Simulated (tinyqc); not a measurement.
# Gate-all-around wire with two subbands, quantum capacitance: two studies

phi is the Fermi level above the lowest subband edge, in volts; Vg is counted from the gate voltage at which an empty wire would have phi = 0. Both directions of motion are filled (equilibrium).

Values chosen for this exercise: temperature T = 150 K; relative permittivity of the gate insulator (close to silicon dioxide) eox = 3.9; insulator thickness tox = 4.8 nm; mass along the wire md = 0.11 m0; valley degeneracy gv = 2; second subband above the first E2 = 0.16 eV; orbital degeneracy of the second subband g2 = 1; radius of the wire rw = 2.7 nm; gate voltage Vg = 0.57 V.

Constants: q = 1.602176634e-19 C, kB = 1.380649e-23 J/K, hbar = 1.054571817e-34 J s, m0 = 9.1093837015e-31 kg, Vt = kB T/q, eps0 = 8.8541878128e-14 F/cm where lengths are in cm. Results are converted to the units shown.

Each table varies one quantity; the others keep the values above.

## Effect of the gate voltage

N1 = gv sqrt(2 md m0 kB T/(pi hbar^2)); n1 = N1 F(phi/Vt), n2 = g2 N1 F((phi - E2)/Vt), n = n1 + n2, F(e) = (1/sqrt(pi)) int_0^infinity u^(-1/2) du/(1 + exp(u - e)); Cq = q dn/dphi = (q N1/Vt) [F'(phi/Vt) + g2 F'((phi - E2)/Vt)]. Cox = 2 pi eps0 eox/ln(1 + tox/rw) per length; Vg = phi + q n/Cox. 1/C_G = 1/Cox + 1/(Cq); dphi/dVg = Cox/(Cox + Cq).

The same in every row: Cox (pF/cm) = 2.124.

Effect of the gate voltage:

| Vg (V) | phi (V) | n (cm^-1) | Cq (pF/cm) | C_G (pF/cm) | dphi/dVg | share of the second band (%) |
|---|---|---|---|---|---|---|
| -0.2 | -0.2000 | 0.4156 | 5.152e-6 | 5.152e-6 | 1.000 | 4.210e-4 |
| -0.09 | -0.09015 | 2038 | 0.02524 | 0.02494 | 0.9883 | 4.212e-4 |
| 0.02 | -0.01707 | 4.914e5 | 5.168 | 1.505 | 0.2912 | 4.983e-4 |
| 0.13 | 0.005005 | 1.657e6 | 11.31 | 1.788 | 0.1581 | 8.158e-4 |
| 0.24 | 0.02170 | 2.894e6 | 11.71 | 1.798 | 0.1535 | 0.001699 |
| 0.36 | 0.04176 | 4.218e6 | 9.361 | 1.731 | 0.1849 | 0.005504 |
| 0.47 | 0.06431 | 5.377e6 | 7.303 | 1.645 | 0.2253 | 0.02469 |
| 0.58 | 0.09111 | 6.480e6 | 6.056 | 1.572 | 0.2596 | 0.1625 |
| 0.69 | 0.1201 | 7.554e6 | 6.240 | 1.584 | 0.2539 | 1.273 |
| 0.8 | 0.1438 | 8.698e6 | 10.05 | 1.753 | 0.1745 | 5.993 |

What does the comparison show?

As Vg goes from -0.2 to 0.8, Cq moves up and down between 5.15e-6 and 11.7 pF/cm, C_G/Cox moves up and down between 2.43e-6 and 0.847 and n rises from 0.416 to 8.70e6 cm^-1. Cq is below Cox for Vg = -0.2, -0.09; there the density of states limits the response dn/dVg more than the insulator does. The peak of Cq mirrors the inverse-square-root peak of the density of states at a subband edge.

## Effect of the insulator thickness

Same model as above.

Result of one run:

| tox (nm) | phi (V) | n (cm^-1) | Cq (pF/cm) | Cox (pF/cm) | C_G (pF/cm) | dphi/dVg | share of the second band (%) |
|---|---|---|---|---|---|---|---|
| 0.9 | 0.2301 | 1.600e7 | 10.54 | 7.542 | 4.396 | 0.4171 | 35.21 |

What becomes of these results when the insulator thickness tox is changed from 0.9 to 5.2 nm, all else the same?

Result of the changed run:

| tox (nm) | phi (V) | n (cm^-1) | Cq (pF/cm) | Cox (pF/cm) | C_G (pF/cm) | dphi/dVg | share of the second band (%) |
|---|---|---|---|---|---|---|---|
| 5.2 | 0.08253 | 6.149e6 | 6.342 | 2.021 | 1.533 | 0.2416 | 0.08833 |

The whole series:

| tox (nm) | phi (V) | n (cm^-1) | Cq (pF/cm) | Cox (pF/cm) | C_G (pF/cm) | dphi/dVg | share of the second band (%) |
|---|---|---|---|---|---|---|---|
| 0.5 | 0.3126 | 2.051e7 | 7.585 | 12.77 | 4.759 | 0.6274 | 41.08 |
| 0.9 | 0.2301 | 1.600e7 | 10.54 | 7.542 | 4.396 | 0.4171 | 35.21 |
| 1.6 | 0.1755 | 1.148e7 | 16.21 | 4.662 | 3.621 | 0.2233 | 21.22 |
| 2.9 | 0.1331 | 8.110e6 | 7.667 | 2.974 | 2.143 | 0.2795 | 3.083 |
| 5.2 | 0.08253 | 6.149e6 | 6.342 | 2.021 | 1.533 | 0.2416 | 0.08833 |
| 9.3 | 0.05073 | 4.714e6 | 8.407 | 1.455 | 1.240 | 0.1475 | 0.009851 |
| 17 | 0.03275 | 3.661e6 | 10.47 | 1.092 | 0.9886 | 0.09446 | 0.003158 |
| 30 | 0.02277 | 2.971e6 | 11.62 | 0.8699 | 0.8093 | 0.06967 | 0.001797 |

As tox goes from 0.5 to 30, Cq moves up and down between 6.34 and 16.2 pF/cm, C_G/Cox moves up and down between 0.373 and 0.930 and n falls from 2.05e7 to 2.97e6 cm^-1. Cq is below Cox for tox = 0.5; there the density of states limits the response dn/dVg more than the insulator does. With the insulator thinned by a factor of 60.0, the charge grows only by 6.90 while Cox grows by 14.7.

tinyqc, about 0.01 s, one thread, Intel Xeon 2.30GHz (shared host): `OMP_NUM_THREADS=1 python tinyqc.py 2200122 2200123 out.jsonl`
